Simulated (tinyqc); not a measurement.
# Minority carriers and saturation current of a heavily doped emitter: two studies

n-type, parabolic bands, full ionisation. eta = (EF - Ec)/kB T solves N = Nc F12(eta), F12(x) = (2/sqrt(pi)) int_0^infinity sqrt(u)/(1 + exp(u - x)) du. The gap shrinks rigidly by dEg = E1 [ln(N/N0) + sqrt(ln^2(N/N0) + 0.5)], an empirical law that is here taken as the true narrowing.

Values chosen for this exercise; band and dielectric values close to those of silicon: temperature T = 400 K; band gap Eg = 1.14 eV; conduction-band density of states at 400 K Nc = 4.39e19 cm^-3; valence-band density of states at 400 K Nv = 4.03e19 cm^-3; ionised donor density N = 1.8e19 cm^-3; energy of the narrowing law E1 = 8.3 meV; density of the narrowing law N0 = 1.9e17 cm^-3; minority-hole mobility mup = 130 cm^2/(V s); Auger coefficient Cn = 2.7e-31 cm^6/s; defect lifetime ts = 0.091 us; emitter width W = 540 nm; recombination velocity at the contact S = 76000 cm/s.

Constants: q = 1.602176634e-19 C, kB = 1.380649e-23 J/K, Vt = kB T/q. Results are converted to the units shown.

Each table varies one quantity; the others keep the values above.

## Effect of the doping

ni = sqrt(Nc Nv) exp(-Eg/(2 Vt)), Eg in volts; degeneracy factor g = F12(eta) exp(-eta); nie^2 = ni^2 exp(dEg/kB T) g, p0 = nie^2/N; apparent narrowing dEg + kB T ln g. 1/tau = Cn N^2 + 1/ts, D = mup Vt, L = sqrt(D tau); J0 = (q p0 D/L)(s + tanh(W/L))/(1 + s tanh(W/L)), s = S L/D; the share recombining inside is 1 - 1/[cosh(W/L)(1 + tanh(W/L)/s)]. The mobility is held fixed.

Results:
```
N (cm^-3)  apparent narrowing (meV)  p0 (cm^-3)  L (nm)  J0 (fA/cm^2)  share inside (%)
9.2e17                       27.184    1.8328e7  6320.3      1.1755e8            1.1498
4.5e18                       51.936    7.6834e6  5218.2      4.9486e7            1.6786
9.8e18                       63.266    4.9010e6  3483.8      3.2082e7            3.6956
2.2e19                       73.249    2.9166e6  1778.5      2.0640e7            12.942
4.7e19                       78.998    1.6130e6  858.90      1.4988e7            39.933
1e20                         77.413    7.2403e5  406.56      1.2460e7            78.091
2.3e20                       58.333    1.8098e5  177.06      7.3209e6            97.810
5e20                         8.7530       19757  81.471      1.7410e6            99.968
```

Estimate the missing row, N = 2e18 cm^-3.

Computed row:
```
N (cm^-3)  apparent narrowing (meV)  p0 (cm^-3)  L (nm)  J0 (fA/cm^2)  share inside (%)
2e18                         39.382    1.2011e7  6093.3      7.7084e7            1.2361
```

With this row back in the table: The apparent narrowing goes from 27.2 through a maximum of 79.0 (at N = 4.7e19 cm^-3 among the rows listed) to 8.75 meV. p0 goes as N^(-0.54) between the first two rows and N^(-2.85) between the last two (-1 without narrowing or degeneracy), and J0 falls from 1.18e8 to 1.74e6 fA/cm^2.

## Effect of the contact

Same model as above.

Result of one run:
```
S (cm/s)  J0 (fA/cm^2)  share inside (%)
340            2.959e6             94.06
```

What becomes of these results when the recombination velocity at the contact S is changed from 340 to 1500 cm/s, all else the same?

Result of the changed run:
```
S (cm/s)  J0 (fA/cm^2)  share inside (%)
1500           3.529e6             78.33
```

The whole series:
```
S (cm/s)  J0 (fA/cm^2)  share inside (%)
80             2.829e6             98.53
340            2.959e6             94.06
1500           3.529e6             78.33
6200           5.693e6             47.34
26000          1.279e7             19.28
1.1e5          2.685e7             7.499
4.8e5          3.900e7             4.160
2.1e6          4.374e7             3.360
8.8e6          4.498e7             3.178
```

J0 rises from 2.83e6 to 4.50e7 fA/cm^2, between the limits q p0 (D/L) tanh(W/L) = 2.79e6 and q p0 (D/L) coth(W/L) = 4.54e7; W/L = 0.25, so passivating the contact can gain at most a factor of 16.3.

Range of the model: Band tails, non-parabolic bands and incomplete ionisation are left out.

Computed by the program tinyqc: `OMP_NUM_THREADS=1 python tinyqc.py 2330155 2330156 out.jsonl`, one thread of a shared Intel Xeon 2.30GHz, about 0.01 s for the whole run.
